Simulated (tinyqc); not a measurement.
Sharp and graded interfaces: valley splitting in a one-orbital chain of atomic planes (second-neighbour model).

Each (001) plane carries one orbital with energy e0, hopping v to the next plane and u to the second: E(phi) = e0 + 2 v cos(phi) + 2 u cos(2 phi), where phi = pi - k a/4 (the sign of every second orbital is chosen so that v > 0, which shifts the phase by pi). The minimum lies at cos(phi0) = -v/(4u), phi0 = pi - (pi/2) k0 for a valley at k0 (2 pi/a), and e0 puts it at zero. A slab of N planes has hard walls: the matrix simply ends.

A well of Nw planes between barriers of 40 planes each (as of a SiGe alloy, taken as an offset alone). With x = j - 39.5 for plane j = 0, 1, ..., the potential is V0 (f(x) + f(Nw - x)) + F (j - 40) a/4, f(y) = 1/(1 + exp(y/L)), a step for L = 0; L is in planes, 4 L is about the distance over which f goes from 0.88 to 0.12, and 1 MV/m = 1e-4 V/angstrom.

Inputs chosen for the exercise (near those of the Delta valleys of silicon; abrupt walls in this chain split the valleys several times more than measured wells; shifted at random, so the results belong to these values and not to a real crystal):
- a = 5.424 angstrom (lattice constant; planes lie a/4 apart)
- V0 = 0.1 eV (barrier height)
- F = 15 MV/m (field)
- Nw = 79 (planes in the well)

u = 0.613707 eV
v = 0.606755 eV
e0 = 1.377384 eV

The lowest doublet for several interface widths L.

Doublet:
```
L (planes)  4 L (angstrom)  mean level (meV)  splitting (micro-eV)
0.00                  0.00             37.45               2099.41
0.25                  1.36             37.58               1154.45
0.50                  2.71             37.80                234.87
0.75                  4.07             38.07                 41.73
1.00                  5.42             38.41                  8.04
1.50                  8.14             39.27                  1.69
2.00                 10.85             40.28                  1.84
```

What can be read from this table?

The mean level moves by +2.8 meV over the table, while the splitting falls from 2099.4 micro-eV at a step to 8.04 at L = 1 plane, a factor 261. Coupling the valleys needs the Fourier component of the potential at twice the valley wave vector, a period of a few planes, and grading removes it. Random alloy disorder, left out here, sets the splitting once this part is gone.

Program tinyqc; command `OMP_NUM_THREADS=1 python tinyqc.py 1480525 1480526 out.jsonl`; about 0.01 s on one thread of a shared Intel(R) Xeon(R) Processor @ 2.30GHz.
